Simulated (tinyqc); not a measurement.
Pressure series at fixed power: global model of a low-pressure process discharge: electron temperature, density, ion flux and ion energy. Computed by tinyqc, a small Python program. Command: `OMP_NUM_THREADS=1 python tinyqc.py 3114373 3114374 out.jsonl plasma walk`. One thread of a shared host (Intel(R) Xeon(R) Processor @ 2.30GHz), about 0.01 s of CPU time with the checks.

Maxwellian electrons with temperature T_e in eV, one positive ion, no negative ions, uniform bulk density n; rate constants have the Arrhenius form.

Inputs (values chosen for the exercise, of the order of those of an inductive discharge in a simple atomic gas):
```
quantity                      value   unit
ion mass M                       28      u
ionisation prefactor K0     6.3e-14  m^3/s
ionisation energy E_iz         13.5     eV
excitation prefactor X0     9.4e-15  m^3/s
excitation energy E_ex         8.72     eV
elastic rate constant K_el  6.8e-14  m^3/s
ion-neutral cross section   9.4e-19    m^2
gas temperature T_g             300      K
radius R                         17     cm
height L                        4.6     cm
absorbed power P                250      W
```

Constants: k_B = 1.380649e-23 J/K; e = 1.602176634e-19 C; u = 1.6605390666e-27 kg; m_0 = 9.1093837015e-31 kg.

Method:
- n_g = p/(k_B T_g), lambda_i = 1/(n_g sigma), K_iz = K0 exp(-E_iz/T_e), h_L = 0.86/sqrt(3 + L/(2 lambda_i)), h_R = 0.8/sqrt(4 + R/lambda_i), A_eff = 2 pi R^2 h_L + 2 pi R L h_R and d_eff = pi R^2 L/A_eff follow p.
- Particle balance: K0 exp(-E_iz/T_e) n_g d_eff = u_B, u_B = sqrt(e T_e/M).
- E_c = E_iz + (X0 exp(-E_ex/T_e) E_ex + K_el (3 m_0/M) T_e)/K_iz; E_T = E_c + (5/2) T_e + (T_e/2) ln(M/(2 pi m_0)); n = P/(e u_B A_eff E_T); J = e h_L n u_B. Pressures without a root below 2 E_iz are left out.

Against pressure:
```
p (Pa)  T_e (eV)  E_c (eV)  E_T (eV)  n (1/cm^3)  J (mA/cm^2)
0.1       4.8759    16.973    51.110  7.6600e+10       2.3053
0.2       3.6558    18.319    43.914  1.1231e+11       2.7312
0.5       2.7330    21.004    40.138  1.7101e+11       3.0529
1.0       2.2779    24.162    40.110  2.2954e+11       3.0907
2.0       1.9417    28.884    42.479  3.0240e+11       2.9400
5.0       1.6164    38.974    50.290  4.1407e+11       2.4961
10.0      1.4319    51.275    61.301  4.9800e+11       2.0516
20.0      1.2846    70.225    79.219  5.6806e+11       1.5891
```

T_e falls from 4.88 to 1.28 eV, n changes by a factor 7.4 and J by 0.69; in J = P h_L/(A_eff E_T), E_T changes by a factor 1.55 and is least at 1 Pa, between wall losses at high T_e and excitation losses at low T_e.

Extremes, crossings and ranges named in words are read from the listed rows.
